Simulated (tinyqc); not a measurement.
Surface potential of a MOS transistor: implicit equation and explicit approximations: effect of the acceptor density at fixed gate voltage.

p-type body, charge-sheet picture, depletion and inversion only, full ionisation (an idealisation for deep acceptors), Boltzmann statistics (rough once Na exp(x - xn) passes about Nc/7). In units of Vt: xg = (Vg - Vfb)/Vt, x = psi/Vt, G = gamma/sqrt(Vt), xn = (2 phiF + Vc)/Vt. The implicit equation is (xg - x)^2 = G^2 [x - 1 + exp(x - xn)] for x above about 3. Cox = eps0 eox/tox.

ni = sqrt(Nc Nv) exp(-Eg/(2 Vt)), Eg in volts; phiF = Vt ln(Na/ni); gamma = sqrt(2 q eps0 eps_r Na)/Cox; VT = Vfb + Vt (xn + G sqrt(xn - 1)). Depletion value a = 1 + [sqrt(G^2/4 + xg - 1) - G/2]^2; inversion value b = xn + ln[(xg - xn)^2/G^2 - xn + 1] and first guess y = min(a, b) - ln(1 + exp(-|a - b|)) if a > xn + 1, else b = y = a; one second-order correction with D = exp(y - xn), p = 2 (xg - y) + G^2 (1 + D), w = (xg - y)^2 - G^2 (y - 1 + D): z = y + 2 w/(p + sqrt(p^2 - 2 (2 - G^2 D) w)), or the Newton step z = y + w/p where the root is not real. N_inv = (Cox Vt G/q) [sqrt(x - 1 + exp(x - xn)) - sqrt(x - 1)] at the root. Lambert form (Cox m Vt/q) W0[(G/(2 m sqrt(xn - 1))) exp((Vg - VT)/(m Vt))], m = 1 + G/(2 sqrt(xn - 1)). Errors under 1e-4 mV, and the linear form below VT, are printed as 0. Vfb is held fixed.

Parameters, values chosen for the exercise; band and dielectric values close to those of silicon: temperature T = 300 K; band gap Eg = 1.11 eV; relative permittivity eps_r = 11.9; conduction-band density of states at T Nc = 2.83e19 cm^-3; valence-band density of states at T Nv = 2.7e19 cm^-3; relative permittivity of the gate insulator (close to silicon dioxide) eox = 3.9; insulator thickness tox = 1.4 nm; flat-band voltage Vfb = -0.81 V; channel-body voltage Vc = 0.2 V; gate-body voltage Vg = 1 V.

Constants: q = 1.602176634e-19 C, kB = 1.380649e-23 J/K, Vt = kB T/q, eps0 = 8.8541878128e-14 F/cm where lengths are in cm. Results are converted to the units shown.

Effect of the acceptor density at fixed gate voltage:
```
Na (cm^-3)  psi (V)  x - xn  error of y (mV)  error of z (mV)  N_inv (cm^-2)  Cox (Vg - VT)/q (cm^-2)  Lambert form (cm^-2)
2.9e16        1.191   9.123             16.8            -2.98       8.860e12                 1.256e13              9.692e12
6e16          1.208   8.333             16.0            -2.28       8.296e12                 1.171e13              8.983e12
1.3e17        1.226   7.484             15.2            -1.75       7.552e12                 1.065e13              8.090e12
2.6e17        1.242   6.706             14.5            -1.42       6.703e12                 9.523e12              7.114e12
5.5e17        1.258   5.824             14.1            -1.24       5.512e12                 8.018e12              5.794e12
1.1e18        1.270   4.915             14.4            -1.33       4.064e12                 6.243e12              4.237e12
2.4e18        1.275   3.547             17.1            -2.50       1.951e12                 3.597e12              2.016e12
5e18          1.226  0.1603             5.85          -0.0109       1.116e11                 1.908e11              1.124e11
```

What does the comparison show?

As Na goes from 2.9e16 to 5e18, psi goes from 1.19 through a maximum of 1.28 (at Na = 2.4e18 among the rows listed) to 1.23 V, x - xn falls from 9.12 to 0.160 and N_inv falls from 8.86e12 to 1.12e11 cm^-2. The Lambert form lies between 1.01 and 1.09 times N_inv. In every row the electron quasi-Fermi level lies less than 2 Vt below the band edge at the surface, or above it, where degeneracy and confinement, left out, matter.

Computed by the program tinyqc: `OMP_NUM_THREADS=1 python tinyqc.py 2122057 2122058 out.jsonl`, one thread of a shared Intel Xeon 2.30GHz, about 0.01 s for the whole run.
